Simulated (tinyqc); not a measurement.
## Doping and barrier from two capacitances

Inverse problem. A Schottky diode on a uniformly doped n-type layer obeys (A/C)^2 = 2 (Vbi - V - Vt)/(q eps0 eps_r Nd) in reverse bias, with phiB = Vbi + Vt ln(Nc/Nd) and image force ignored. Find Nd, Vbi and phiB.

Values chosen for this exercise; band and dielectric values close to those of cadmium telluride: temperature T = 300 K; relative permittivity eps_r = 10.1; conduction-band density of states at T Nc = 8.07e17 cm^-3; diode area A = 0.00014 cm^2.

Constants: q = 1.602176634e-19 C, kB = 1.380649e-23 J/K, Vt = kB T/q, eps0 = 8.8541878128e-14 F/cm where lengths are in cm. Results are converted to the units shown.

C at V = -0.3 and -6.8 V (pF): 7.5564001  2.5174271

Solution. The slope of (A/C)^2 against -V gives Nd, the intercept Vbi - Vt, and the Fermi-level depth Vt ln(Nc/Nd) is added for the barrier.

Nd = 3.300e16 cm^-3
Vbi = 0.5374 V
phiB = 0.6200 eV

tinyqc, about 0.05 s, one thread, Intel Xeon 2.30GHz (shared host): `OMP_NUM_THREADS=1 python tinyqc.py 2020162 2020163 out.jsonl`
